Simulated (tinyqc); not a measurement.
Worked calculation: heavy doping: gap narrowing, degeneracy and the minority density. Values are carried at full precision from step to step, so a last printed digit may differ when a step is redone from the rounded ones.

Empirical narrowing (Slotboom form, constants chosen for the exercise; published fits of this form give the apparent narrowing, here it is taken as the true one): dEg = E0 [ln(N/N0) + sqrt(ln(N/N0)^2 + C)].

Constants: kB = 8.617333262e-05 eV/K; e^2/(4 pi eps0) = 14.39964547 eV angstrom.

Parameters, chosen for this exercise (gap and densities of states near those of Ge at this temperature; narrowing constants of the size fitted for Si, not for this material; not measured data):
- N = 1.2e+18 1/cm^3 (ionised donors, equal to the majority density)
- E0 = 9.15 meV (narrowing scale)
- N0 = 1.6e+17 1/cm^3 (onset density)
- C = 0.5 (smoothing constant)
- Nc = 1.04e+19 1/cm^3 (conduction-band density of states)
- Eg = 0.66 eV (gap)
- Nv = 4.78e+18 1/cm^3 (valence-band density of states)
- T = 300 K
- eps = 15.8 (dielectric constant)
- Mv = 4 (majority valleys)

## Gap narrowing

Evaluate at N.

ln(N/N0) = 2.0149
dEg (empirical fit) = 37.98 meV

Well above N0 each decade of doping adds 2 E0 ln 10 = 42.1 meV.

## Degeneracy of the majority band

F_j(eta) = (1/Gamma(j + 1)) integral_0^infinity x^j dx/(1 + exp(x - eta)), which tends to exp(eta) for eta << 0.

Majority: N = Nc F_1/2(eta), eta the distance of EF beyond the majority band edge in kT. Degeneracy factor gam = F_1/2(eta)/exp(eta). ni0^2 = Nc Nv exp(-Eg/kT); product n p = ni0^2 gam exp(dEg/kT), dEg the true narrowing; apparent narrowing dEa = dEg + kT ln gam; minority density = n p/N.

Solve for eta and form gam.

N/Nc = 0.1154
eta = -2.1188
gam = 0.9601

## Product and minority density

Combine both effects.

ni0 = 2.02e+13 1/cm^3
exp(dEg/kT) = 4.34
dEa = 36.9 meV
sqrt(n p) = 4.12e+13 1/cm^3
minority density = 1.41e+09 1/cm^3

Narrowing multiplies the product by 4.34 and degeneracy by 0.960; together they change the minority density by a factor 4.17 against ni0^2/N.

## Two estimates of the size

Two physical estimates, e2 = e^2/(4 pi eps0), N in 1/angstrom^3: exchange shift at the Fermi level, Ex = (e2/eps) kF/pi with kF = (3 pi^2 N/Mv)^(1/3); screened-pair energy (Lanyon-Tuft), Es = (3/4)(e2/eps) qs with qs^2 = (4 pi e2 N/(eps kT)) F_-1/2(eta)/F_1/2(eta).

Evaluate both at N.

kF = 0.02071 1/angstrom
Ex = 6.01 meV
Es = 15.45 meV

Against the fitted dEg = 38.0 meV, Ex is 0.16 and Es 0.41 times as large; each keeps one mechanism only, and Ex assumes a strongly degenerate gas, while here eta is only -2.12.

## Checks

- Minority density against the Boltzmann occupation of the other band at the narrowed gap (1/cm^3): both 1.413e+09.

Run: tinyqc, `OMP_NUM_THREADS=1 python tinyqc.py 1682136 1682137 out.jsonl`; Intel(R) Xeon(R) Processor @ 2.30GHz, one thread, shared host; about 0.01 s of CPU time with all checks.
